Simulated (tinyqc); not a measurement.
Depth and level of a trap from the time ratio.

Inverse problem. For an oxide trap tc/te = exp(E/Vt) with E = E0 - dpsi - (xt/tox)(Vg - VT - dpsi), dpsi being the rise of the surface potential above its value at threshold. Find xt and E0, and the depth that would be read if dpsi were ignored.

Parameters, values chosen for the exercise:
- T = 250 K (temperature)
- tox = 2.2 nm (insulator thickness)

Constants: q = 1.602176634e-19 C, kB = 1.380649e-23 J/K, Vt = kB T/q. Results are converted to the units shown.

Vg - VT (V): 0.53  0.68
tc/te: 1.3798738  0.49048733
dpsi (V): 0.070891836  0.076801201

Answer. E + dpsi is a straight line in the oxide voltage Vg - VT - dpsi with slope -xt/tox and intercept E0. Ignoring dpsi assigns the motion of the bands to the trap and overstates its depth.

xt = 0.250 nm
E0 = 0.130 eV
depth read without dpsi = 0.327 nm

Numbers from tinyqc (`OMP_NUM_THREADS=1 python tinyqc.py 2710045 2710046 out.jsonl`; about 0.01 s on one thread of a shared Intel Xeon 2.30GHz).
